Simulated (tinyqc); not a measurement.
Rapid thermal processing of a wafer: radiative balance, ramp and cooling, pattern effects, pyrometer error and spike budget: one step, computed by the program tinyqc. Command: `OMP_NUM_THREADS=1 python tinyqc.py 3114093 3114094 out.jsonl rtp walk`. One thread of a shared host (Intel(R) Xeon(R) Processor @ 2.30GHz), about 0.04 s of CPU time with the checks.

The wafer is opaque and uniform through its thickness unless said otherwise; temperatures in formulas are in kelvin (C + 273.15). sigma = 5.670374419e-12 W/(cm^2 K^4).

Task: Power to hold and to ramp. Effective emissivity between parallel grey plates: eps_eff = 1/(1/eps + 1/(1 - r) - 1). Loss per area q(T) = 2 eps_eff sigma (T^4 - T_w^4) + h (T - T_w). Absorbed power during a ramp = q(T) + C d x ramp rate; thermal time constant tau = C d/(dq/dT), dq/dT = 8 eps_eff sigma T^3 + h; natural cooling rate q/(C d); front-to-back difference under one-sided heating at the end of the ramp = (absorbed power) d/(2 k).

Inputs (values chosen for the exercise, modelled on a hot silicon wafer): wafer thickness d = 775 micrometre; heat capacity per volume C = 2.23 J/(cm^3 K); thermal conductivity k = 0.29 W/(cm K); emissivity eps of each face = 0.61; reflectivity of the chamber walls r = 0.33; gas heat-transfer coefficient h, both faces together = 4.6 mW/(cm^2 K); wall temperature T_w = 500 K; process temperature = 840 C; ramp rate = 31 K/s.

Give: eps_eff; holding power q; power at the end of the ramp; dq/dT; time constant tau; natural cooling rate; front-to-back difference.

Result:

eps_eff = 0.4691

holding power q = 10.66 W/cm^2

power at the end of the ramp = 16.01 W/cm^2

dq/dT = 33.95 mW/(cm^2 K)

time constant tau = 5.091 s

natural cooling rate = 61.66 K/s

front-to-back difference = 2.140 K

Radiation carries 74 % of the loss. The ramp needs 1.5 times the holding power.
